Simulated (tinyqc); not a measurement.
## Schottky barrier on an n-type semiconductor with a doping step, non-linear Poisson equation by Newton steps: Capacitance-voltage profiling

One dimension, metal at x = 0, donor density C(x) = N1 for x < x1 and Nd beyond. Energies are counted from the electron Fermi level of the semiconductor and the conduction-band edge is Ec = -psi, so n = Nc exp(psi/Vt); holes follow the Fermi level of the metal, at -V, so p = Nv exp((V - psi - Eg)/Vt). Ends: psi(0) = V - phiB and psi = Vt ln(Nd/Nc) deep inside. Boltzmann statistics, full ionisation, no current, no image force in the Poisson equation.

The Poisson equation d/dx(eps0 eps_r dpsi/dx) = -q (p - n + C) is solved on a mesh of about 1000 nodes or more that ends in neutral material. C_s = q d/dV of the integral of n over x, from the linearised equation. Probed depth w = eps0 eps_r/C_s; apparent doping N_app = C_s^3/(q eps0 eps_r dC_s/dV), the derivative by central differences over +/- 0.02 V.

Values chosen for this exercise; band and dielectric values those of a made-up semiconductor: temperature T = 450 K; band gap Eg = 1.5 eV; relative permittivity eps_r = 12.4; conduction-band density of states at T Nc = 9.57e17 cm^-3; valence-band density of states at T Nv = 1.41e19 cm^-3; donor density deep in the semiconductor Nd = 6.3e15 cm^-3; barrier height phiB = 0.69 eV; depth of the doping step x1 = 160 nm; donor density above the step N1 = 6.3e14 cm^-3.

Constants: q = 1.602176634e-19 C, kB = 1.380649e-23 J/K, Vt = kB T/q, eps0 = 8.8541878128e-14 F/cm where lengths are in cm. Results are converted to the units shown.

The same in every row: true C(w) (cm^-3) = 6.30e15.

Result of one run:
```
C_s (nF/cm^2)	w (nm)	N_app (cm^-3)	|E_0| (kV/cm)
17.7	619	6.30e15	43.7
```

Which bias of the metal against the semiconductor V gave this result: 0, -0.9, -1.2, -1.8 or -2.1 V?

V = -1.2 V.

The whole series:
```
V (V)	C_s (nF/cm^2)	w (nm)	N_app (cm^-3)	|E_0| (kV/cm)
0	31.4	350	6.26e15	18.9
-0.3	25.3	433	6.30e15	26.6
-0.6	21.8	503	6.30e15	33.0
-0.9	19.5	564	6.30e15	38.6
-1.2	17.7	619	6.30e15	43.7
-1.5	16.4	670	6.30e15	48.3
-1.8	15.3	717	6.30e15	52.7
-2.1	14.4	761	6.30e15	56.7
-2.4	13.7	803	6.30e15	60.6
-2.7	13.0	842	6.30e15	64.2
-3	12.5	880	6.30e15	67.7
```

C_s falls from 31.4 to 12.5 nF/cm^2 while the probed depth goes from 350 to 880 nm. The apparent doping rises from 6.26e15 to 6.30e15 cm^-3. It departs most from the true doping at that depth for V = 0 V, where it is 0.71 % below it; so the doping is read well over the depths probed. The step lies inside the layer that is depleted at zero bias and is not seen.

Program tinyqc, `OMP_NUM_THREADS=1 python tinyqc.py 2020111 2020112 out.jsonl`; Intel Xeon 2.30GHz, shared host, one thread, about 0.06 s.
